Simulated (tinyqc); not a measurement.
Recursion (Haydock) method for the local density of states: surface site of a cubic lattice, step by step. Values are carried at full precision from step to step, so a last printed digit may differ when a step is redone from the rounded ones.

One orbital a site at energy 0, hopping -t to the 6 nearest neighbours of a cubic lattice; the start u0 is a site in the outermost layer of a half crystal, with energy V. Recursion: a_n = <u_n|H|u_n>, b_(n+1) u_(n+1) = (H - a_n) u_n - b_n u_(n-1), b > 0. G(z) = 1/(z - a0 - b1^2/(z - a1 - b2^2/(...))), z = E + i eta. After n levels the tail is b_n^2 T with the square-root terminator T = (z - sqrt(z - 2b) sqrt(z + 2b))/(2 b^2), b = 3t so that the band edges lie at -/+ 6t.

Parameters, chosen for this exercise:
- t = 0.85 eV (hopping)
- V = 0 eV (shift of the starting site)
- n = 4 (levels kept)
- E = -3.76 eV (energy)
- eta = 0.043 eV (broadening)

## The coefficients

Carry the recursion for n levels; the lattice is large enough that no wall but the surface is met.

Coefficients:
```
n  a_n (eV)  b_(n+1) (eV)  b_(n+1)^2/t^2
0    0.0000       1.90066         5.0000
1    0.0000       2.31225         7.4000
2    0.0000       2.40498         8.0054
3    0.0000       2.45154         8.3184
```

b1^2/t^2 = 5 counts the neighbours of the start. All a_n vanish because the lattice is bipartite and V = 0. The b_n tend to a quarter of the band width, 2.550 eV.

## Moments from the coefficients

For a1 = a2 = 0: mu1 = a0, mu2 = a0^2 + b1^2, mu3 = a0^3 + 2 a0 b1^2, mu4 = a0^4 + 3 a0^2 b1^2 + b1^4 + b1^2 b2^2.

mu1 to mu4 (eV^n): 0.000  3.612  0.000  32.364

mu4/t^4 = 62 is the number of closed walks of four steps.

## The continued fraction at one energy

Start from the terminator and work up: G_i = 1/(z - a_i - S_i), S_i = b_(i+1)^2 G_(i+1), with T in place of G_n. The density is -Im G_0/pi.

Levels of the fraction:
```
i         S_i (eV)       G_i (1/eV)
3  -1.7159-1.5727i  -0.3011-0.2380i
2  -1.7415-1.3766i  -0.3315-0.2331i
1  -1.7722-1.2464i  -0.3541-0.2297i
0  -1.2792-0.8297i  -0.3587-0.1262i
```

local density of states = 0.0402 1/eV

A direct sum over the zone gives 0.0383 1/eV at the same z; 4 levels miss it by +4.9 %.

## Checks

- G from 7 levels against a direct sum over the zone at E = 8.1600 eV, above the band (1/eV): both 0.13031.

Run: tinyqc, `OMP_NUM_THREADS=1 python tinyqc.py 1481761 1481762 out.jsonl`; Intel(R) Xeon(R) Processor @ 2.30GHz, one thread, shared host; about 0.08 s of CPU time with all checks.
